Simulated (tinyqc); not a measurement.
## Thermoelectric coefficients with energy filtering, Landauer integrals: effect of the barrier height

Bulk parabolic band, x = (E - Ec)/kB T, C = hbar^2/(2 m0), kB T in eV. Modes per area gv m kB T x/(4 pi C) times the back-scattering length l0 x^rr give the transport function s0 X(x), s0 = (2 q^2/h) gv m kB T l0/(4 pi C), X = x^(1 + rr), multiplied by tb for x < xb. I_k = int X (x - eta)^k w dx, w = 1/(4 cosh^2((x - eta)/2)).

sigma = s0 I_0, S = -(kB/q) I_1/I_0, Lorenz number L = (kB/q)^2 [I_2/I_0 - (I_1/I_0)^2], kappa_e = L sigma T. Power factor S^2 sigma, ZT = S^2 sigma T/(kappa_e + kL). The integrals are converged.

Inputs (values chosen for the exercise): temperature T = 400 K; mass of one valley m = 0.85 m0; valleys gv = 3; back-scattering length at x = 1 l0 = 6.3 nm; energy exponent of that length rr = 0; lattice thermal conductivity kL = 3.8 W/(m K); reduced Fermi level (EF - Ec)/kB T eta = 4.4; share of the transport function left below the barrier tb = 0.1.

Constants: q = 1.602176634e-19 C, kB = 1.380649e-23 J/K, hbar = 1.054571817e-34 J s, h = 6.62607015e-34 J s, m0 = 9.1093837015e-31 kg, Vt = kB T/q, hbar^2/(2 m0) = 0.0380998212 eV nm^2. Results are converted to the units shown.

Results:
```
xb   sigma (S/cm)  S (uV/K)  kappa_e (W/(m K))  power factor (mW/(m K^2))       ZT
0.4          3953    -62.83              3.364                      1.561  0.08714
1.4          3930    -64.90              3.248                      1.655  0.09395
2.4          3816    -73.00              2.901                      2.033   0.1214
3.4          3459    -93.14              2.292                      3.001   0.1970
4.4          2729    -128.7              1.622                      4.517   0.3332
5.4          1819    -171.6              1.198                      5.356   0.4286
7.4         717.6    -195.0              1.073                      2.729   0.2240
8.4         531.9    -159.8             0.9666                      1.358   0.1139
```

Estimate the missing row, xb = 6.4.

Computed row:
```
xb   sigma (S/cm)  S (uV/K)  kappa_e (W/(m K))  power factor (mW/(m K^2))      ZT
6.4          1113    -200.5              1.085                      4.474  0.3664
```

With this row back in the table: sigma falls from 3950 to 532 S/cm, |S| goes from 62.8 through a maximum of 200 (at xb = 6.4 among the rows listed) to 160 uV/K, and the power factor goes from 1.56 through a maximum of 5.36 (at xb = 5.4 among the rows listed) to 1.36 mW/(m K^2). Without a barrier the power factor at this eta = 4.4 is 1.56; the best row is 3.44 times that. States below the Fermi level add to sigma but subtract from |S|, and the barrier removes them.

Range of the model: Parabolic bands, elastic scattering and a fixed kL make these model figures, not those of a material.

tinyqc, about 0.03 s, one thread, Intel Xeon 2.30GHz (shared host): `OMP_NUM_THREADS=1 python tinyqc.py 2800121 2800122 out.jsonl`
